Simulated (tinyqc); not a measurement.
Worked calculation: CIS on RHF in the 6-311g basis, for H2, spin multiplicity 1. One step of it, computed by the program tinyqc.

Task: CIS matrix, singlets. A(ia,jb) = (e_a - e_i) d_ij d_ab + 2 (ia|jb) - (ij|ab).

orbital energies (hartree): MO1 -0.627205, MO2 0.182507, MO3 0.298530, MO4 0.696097, MO5 2.278481, MO6 2.907956

Two-electron integrals over orbitals (pq|rs), unique and non-zero (hartree):
```
(11|11) 0.688662    (21|21) 0.035884    (22|11) 0.337561    (22|22) 0.292072
(31|11) -0.140572   (31|22) -0.019563   (31|31) 0.054397    (32|21) 0.024402
(32|32) 0.044658    (33|11) 0.367629    (33|22) 0.271247    (33|31) -0.033319
(33|33) 0.282214    (41|21) -0.055198   (41|32) -0.015014   (41|41) 0.104516
(42|11) -0.129996   (42|22) -0.038490   (42|31) 0.033457    (42|33) -0.042471
(42|42) 0.047190    (43|21) 0.021223    (43|32) 0.016742    (43|41) -0.033791
(43|43) 0.019309    (44|11) 0.520147    (44|22) 0.321493    (44|31) -0.079626
(44|33) 0.316574    (44|42) -0.099707   (44|44) 0.451528    (51|11) -0.117779
(51|22) -0.006409   (51|31) 0.058161    (51|33) -0.025415   (51|42) 0.020105
(51|44) -0.053826   (51|51) 0.103953    (52|21) 0.003377    (52|32) 0.000916
(52|41) -0.003518   (52|43) -0.004807   (52|52) 0.008480    (53|11) 0.123385
(53|22) 0.027193    (53|31) -0.041677   (53|33) 0.036310    (53|42) -0.031199
(53|44) 0.074289    (53|51) -0.050927   (53|53) 0.039533    (54|21) -0.008038
(54|32) -0.022458   (54|41) -0.003993   (54|43) 0.001810    (54|52) -0.011922
(54|54) 0.034289    (55|11) 0.664262    (55|22) 0.325613    (55|31) -0.136633
(55|33) 0.359595    (55|42) -0.119264   (55|44) 0.494484    (55|51) -0.140809
(55|53) 0.129074    (55|55) 0.674645    (61|21) -0.027927   (61|32) 0.010144
(61|41) 0.072439    (61|43) -0.029708   (61|52) 0.016512    (61|54) -0.045297
(61|61) 0.110192    (62|11) -0.022399   (62|22) 0.012146    (62|31) 0.018020
(62|33) 0.001930    (62|42) -0.000595   (62|44) -0.003022   (62|51) 0.031033
(62|53) -0.011428   (62|55) -0.029150   (62|62) 0.016057    (63|21) 0.025635
(63|32) 0.003633    (63|41) -0.051436   (63|43) 0.017168    (63|52) -0.002600
(63|54) 0.014533    (63|61) -0.053438   (63|63) 0.033145    (64|11) 0.156616
(64|22) 0.017963    (64|31) -0.061618   (64|33) 0.040046    (64|42) -0.036506
(64|44) 0.089166    (64|51) -0.081434   (64|53) 0.050621    (64|55) 0.164598
(64|62) -0.028984   (64|64) 0.088093    (65|21) 0.062958    (65|32) 0.015157
(65|41) -0.123093   (65|43) 0.047402    (65|52) -0.012742   (65|54) 0.039312
(65|61) -0.139254   (65|63) 0.081644    (65|65) 0.217060    (66|11) 0.735521
(66|22) 0.345555    (66|31) -0.166657   (66|33) 0.375477    (66|42) -0.141919
(66|44) 0.553364    (66|51) -0.194985   (66|53) 0.157173    (66|55) 0.754714
(66|62) -0.044807   (66|64) 0.216806    (66|66) 0.893081
```

Give: CIS matrix A, singlet.

Result:

CIS matrix A, singlet (hartree), lower triangle:
```
         1>2      1>3      1>4     1>5     1>6
1>2   0.5439
1>3   0.0000   0.6669
1>4   0.0196   0.0000   1.0122
1>5   0.0000  -0.0071   0.0000  2.4493
1>6  -0.0335   0.0000  -0.0117  0.0000  3.0200
```
